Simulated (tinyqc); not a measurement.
What an interlayer buys: scattering of inversion-layer electrons by surface optical phonons of the gate insulator (remote phonon scattering). Computed by tinyqc, a small Python program. Command: `OMP_NUM_THREADS=1 python tinyqc.py 3111813 3111814 out.jsonl sophonon walk`. One thread of a shared host (Intel(R) Xeon(R) Processor @ 2.30GHz), about 0.02 s of CPU time with the checks.

One subband with the Fang-Howard envelope; insulator and channel are half-spaces, the gate is far away, and an interlayer only moves the polar surface away by t (its own modes and its permittivity contrast are left out).

Inputs (values chosen for the exercise, modelled on SiO2 on silicon): static constant of the insulator eps_0s = 3.89; intermediate constant eps_i = 3; optical constant eps_inf = 2.47; hbar omega_TO1 = 56.3 meV; hbar omega_TO2 = 141 meV; constant of the channel eps_s = 11.7; in-plane mass m = 0.184 m_0; valleys g_v = 2; sheet density n = 3.9e+12 1/cm^2; mean distance of the electrons z0 = 3/b = 1.8 nm; interlayer thickness t = 1.4 nm; temperature T = 300 K; mobility from other processes = 230 cm^2/(V s).

Screening by the channel electrons: static.

Constants: k_B = 8.617333262e-05 eV/K; hbar^2/(2 m_0) = 3.80998212 eV angstrom^2; e^2/(4 pi eps_0) = 14.39964548 eV angstrom; hbar = 6.582119569e-16 eV s; e = 1.602176634e-19 C; m_0 = 9.1093837015e-31 kg.

Method:
- eps(w) = eps_inf + (eps_0s - eps_i) w1^2/(w1^2 - w^2) + (eps_i - eps_inf) w2^2/(w2^2 - w^2). Surface modes solve eps(w) + eps_s = 0, a quadratic in w^2; the strength of a mode is g = 2/(w d eps/dw).
- Occupation N = 1/(exp(hbar w/(k_B T)) - 1).
- Density of states D = g_v m/(pi hbar^2); eta = E_F/(k_B T) = ln(exp(n/(D k_B T)) - 1); screening wave number q_s = e^2 D/(2 eps_0 eps_avg) x 1/(1 + exp(-eta)), eps_avg = (eps_s + eps_inf)/2; b = 3/z0.
- For a mode of strength g, without the occupation factor, Area x |M(q)|^2 = e^2 hbar w g/(2 eps_0 q) x (b/(b + q))^6 exp(-2 q t) / (1 + (q_s/q) H(q))^2, H = (1 + 9 x/8 + 3 x^2/8)/(1 + x)^3, x = q/b.
- Approximate momentum relaxation rate, taking tau v alike in the initial and final states: 1/tau = (m/(2 pi hbar^3)) sum over modes and over absorption (N, E' = E + hbar w) and emission (N + 1, E' = E - hbar w > 0) of [(1 - f(E'))/(1 - f(E))] int_0^(2 pi) Area |M(q)|^2 (1 - cos theta) d theta, q^2 = k^2 + k'^2 - 2 k k' cos theta, f the Fermi function; 48 midpoints in theta from 0 to pi.
- mu = (e/m) int tau E f (1 - f) dE/(k_B T int f dE), by 300 midpoints from 0 to (max(eta, 0) + 14) k_B T; Matthiessen sum with the other processes.

hbar omega_SO (meV): 1 57.967, 2 143.643

strengths g: 1 0.00382688, 2 0.00260107

occupations N: 1 0.118840, 2 0.003878

b = 1.66667 1/nm

q_s = 1.22731 1/nm

eta = 0.511664

Against the interlayer thickness:
```
t (nm)  remote-phonon mobility (cm^2/(V s))  total (cm^2/(V s))
0.0                              1.5106e+05              229.65
0.3                              2.5526e+05              229.79
0.6                              4.2384e+05              229.88
1.0                              8.0793e+05              229.93
1.5                              1.7140e+06              229.97
2.0                              3.4195e+06              229.98
3.0                              1.1523e+07              230.00
```

1 nm of interlayer raises the remote-phonon mobility by a factor 5.35, as exp(2 q t) with an effective q of 0.84 per nm; between 2 and 3 nm the effective q is 0.61. The total stays at 230 over the first nanometre.

Extremes, crossings and ranges named in words are read from the listed rows.
